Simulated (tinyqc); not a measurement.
Off-state leakage of single and stacked transistors: two steps of the calculation.

n-channel devices of unit width. Subthreshold current I(Vg, Vs, Vd) = I0 (T/300 K)^0.5 exp[(Vg - Vs - VT(T) - gb (Vs - Vb) + dd (Vd - Vs))/(nf Vt)] (1 - exp(-(Vd - Vs)/Vt)), VT(T) = VT - cT (T - 300 K). Gate-edge tunnelling Ig (Vd/1 V) exp(ag (Vd - 1 V)), for a gate at 0 V, and band-to-band leakage Ab u exp(-Bb/u), u = Vd - Vb + 1 V, flow at a drain held at V; both are taken as independent of T. In a stack of off transistors (all gates at 0 V) the same subthreshold current passes through each.

Values chosen for this exercise; values of the order met in bulk silicon logic transistors: temperature T = 300 K; supply voltage V = 0.7 V; threshold at 300 K, zero drain and body bias VT = 0.35 V; fall of the threshold with temperature cT = 0.6 mV/K; current at threshold at 300 K I0 = 0.12 uA/um; slope factor nf = 1.46; drain-induced lowering per volt dd = 0.16; rise of the threshold per volt of source-body bias gb = 0.23; gate-edge tunnelling current at 1 V Ig = 0.0003 uA/um; exponential slope of the gate current ag = 3.7 1/V; prefactor of band-to-band leakage at the drain Ab = 4 uA/(um V); its exponential voltage Bb = 24 V; body voltage Vb = 0 V.

Constants: q = 1.602176634e-19 C, kB = 1.380649e-23 J/K, Vt = kB T/q. Results are converted to the units shown.

Task 1. Leakage of one transistor. Vg = Vs = 0, Vd = V; effective threshold VT(T) - gb Vb - dd V.

Wanted: effective threshold; parts; total; shares.

Result 1.

effective threshold = 0.2380 V
parts (nA/um): subthreshold 0.2191, gate edge 0.06921, band-to-band 0.005027
total = 0.2933 nA/um
shares (%): subthreshold 74.69, gate edge 23.59, band-to-band 1.714

The subthreshold part is the largest.

Task 2. New Vx. Stack of two, Vx the node between them: I_low = I(0, 0, Vx), I_up = I(0, Vx, V), f = ln(I_up/I_low), f' = -(1 + gb + 2 dd)/(nf Vt) - 1/(Vt (exp(Vx/Vt) - 1)) - 1/(Vt (exp((V - Vx)/Vt) - 1)), Vx(new) = Vx - f/f'.

Vx at the start = 0.072 V

Wanted: I_low; I_up; f; f'; Vx after iteration 1.

Result 2.

I_low = 0.01435 nA/um
I_up = 0.01546 nA/um
f = 0.07431
f' = -43.61 1/V
Vx after iteration 1 = 0.07370 V

Numbers from tinyqc (`OMP_NUM_THREADS=1 python tinyqc.py 2242203 2242204 out.jsonl`; about 0.03 s on one thread of a shared Intel Xeon 2.30GHz).
